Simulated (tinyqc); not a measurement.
Inside a calculation: two-band k.p model of the X valleys of a zinc-blende crystal. Values are carried at full precision from step to step, so a last printed digit may differ when a step is redone from the rounded ones.

With x = D/D0: for x < 1 the minima lie at k_m = sqrt(ml D0 (1 - x^2)/(4 c)), the hump at X has the height dE = (D0/4)(1 - x)^2 and the mass at the minimum is ml/(1 - x^2); the mass at X is ml/(1 - 1/x), negative for x < 1. For x > 1 the minimum is at X.

Constants: hbar^2/2m0 = 3.80998211 eV angstrom^2; kB = 8.617333262e-05 eV/K.

Parameters, chosen for this exercise (of the order of those of GaP; shifted at random, so the results belong to these values and not to a real crystal):

| symbol | value | unit | meaning |
|---|---|---|---|
| D | 0.371 | eV | splitting of the two conduction levels at X |
| D0 | 0.419 | eV | coupling energy |
| ml | 0.943 | m0 | mass along the axis from remote bands |
| k | 0.023 | 1/angstrom | wave vector from X |
| kmax | 0.15 | 1/angstrom | end of the path |
| mt | 0.262 | m0 | transverse mass |
| T | 300 | K | temperature |

## Shape of the lower band

Give x, k_m, dE and both masses.

x = 0.8854
k_m = 0.07483 1/angstrom
dE = 1.375 meV
mass at the minimum = 4.366 m0
mass at X = -7.289 m0

The coupling wins over the splitting, so each X point carries two minima; the hump equals kT at 16 K.

## The matrix at one k

k along the valley axis, counted from X, c = hbar^2/2m0, e = c k^2/ml. H = [[e - D/2, i P k], [-i P k, e + D/2]] with P^2 = D0 c/ml, so E = e -/+ sqrt(D^2/4 + D0 e). For D = 0 (diamond lattice) the bands cross at X.

Give P, the matrix, its levels and the weight of the lower X state in the lower band.

P = 1.3011 eV angstrom

H (eV):
```
          1        2
1   -0.1834  0.0299i
2  -0.0299i   0.1876
```

levels (eV): -0.1858  0.1900

weight = 0.9936

## Dispersion along the axis

Nine points; energies of the lower band from its minimum, against a parabola about the minimum with the mass there.

Results:

| k (1/angstrom) | lower band (meV) | parabola (meV) | gap to the upper band (eV) |
|---|---|---|---|
| 0.0000 | 1.37 | 4.89 | 0.3710 |
| 0.0187 | 1.20 | 2.74 | 0.3742 |
| 0.0375 | 0.75 | 1.22 | 0.3836 |
| 0.0563 | 0.24 | 0.30 | 0.3988 |
| 0.0750 | 0.00 | 0.00 | 0.4192 |
| 0.0938 | 0.37 | 0.31 | 0.4440 |
| 0.1125 | 1.71 | 1.24 | 0.4726 |
| 0.1313 | 4.34 | 2.78 | 0.5043 |
| 0.1500 | 8.52 | 4.93 | 0.5385 |

At kmax the band lies at 8.5 meV and the parabola at 4.9 meV: far from X the curvature returns to 1/ml, so the band is steeper than the parabola of the minimum.

## Thermal masses

Thermal masses along the axis for one X point, lower band, E from the minimum, on 1601 points from -0.8 to 0.8 1/angstrom: density-of-states mass m_d = c I^2/(pi kT), I = integral of exp(-E/kT) dk; conductivity mass m_c = 2 c kT/<(dE/dk)^2> with central differences.

Give m_d, m_c and Nc = 3 x 2 (kT/(4 pi c))^(3/2) mt sqrt(m_d) for three X points; 1 angstrom^-3 = 1e24 cm^-3.

m_d = 5.980 m0
m_c = 2.935 m0
Nc = 4.823e+19 cm^-3

Two separate parabolic minima would give m_d = 4 x 4.366 = 17.464; kT/dE = 18.81.

## Checks

- Height of the hump by numerical search against the closed form (meV): both 1.375.
- Thermal masses without coupling against ml: both 0.9430.

Run: tinyqc, `OMP_NUM_THREADS=1 python tinyqc.py 1880288 1880289 out.jsonl`; Intel(R) Xeon(R) Processor @ 2.30GHz, one thread, shared host; about 0.01 s of CPU time with all checks.
